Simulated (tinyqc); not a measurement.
What each parameter does: five-level k.p model folded onto the conduction band.

Second-order sums for the lowest conduction level at E: 1/m = 1 + Cm + (Ep/3)(2/E + 1/(E + Dso)) - (Ep2/3)(2/(E7 + D2 - E) + 1/(E7 - E)); g/2 = 1 + Cg - (Ep/3)(1/E - 1/(E + Dso)) - (Ep2/3)(1/(E7 - E) - 1/(E7 + D2 - E)). E is counted from the top of the valence band; E = Eg at the edge.

Values chosen for the exercise (near those of InP; the results hold for these values, not for the real material):
- Eg = 1.363 eV (gap at Gamma to the s-like level)
- Dso = 0.102 eV (spin-orbit splitting)
- Ep = 20.9 eV (Kane energy)
- E7 = 4.64 eV (upper Gamma7 conduction level, from the valence top)
- D2 = 0.08 eV (its spin-orbit splitting, Gamma8 above Gamma7)
- Ep2 = 3.7 eV (Kane energy to the upper levels)
- Cm = -2.5 (remote term in 1/m)
- Cg = -0.02 (remote term in g/2)

Mass and g at E = Eg.

Results for these values:
```
case   m (m0)       g
base  0.08086  1.2303
```

What happens to each result for Ep = 22.99 eV, all else kept?

Answer: m falls from 0.08086 to 0.07213; g falls from 1.2303 to 1.1591.

The same for each parameter in turn:
```
case             m (m0)       g
base            0.08086  1.2303
Eg = 1.499 eV   0.09101  1.3483
Dso = 0.112 eV  0.08107  1.1658
Ep = 22.99 eV   0.07213  1.1591
E7 = 4.176 eV   0.08206  1.2240
D2 = 0.072 eV   0.08087  1.2321
Ep2 = 3.33 eV   0.08014  1.2321
```

Run: tinyqc, `OMP_NUM_THREADS=1 python tinyqc.py 1050372 1050373 out.jsonl`; Intel(R) Xeon(R) Processor @ 2.30GHz, one thread, shared host; about 0.01 s of CPU time with all checks.
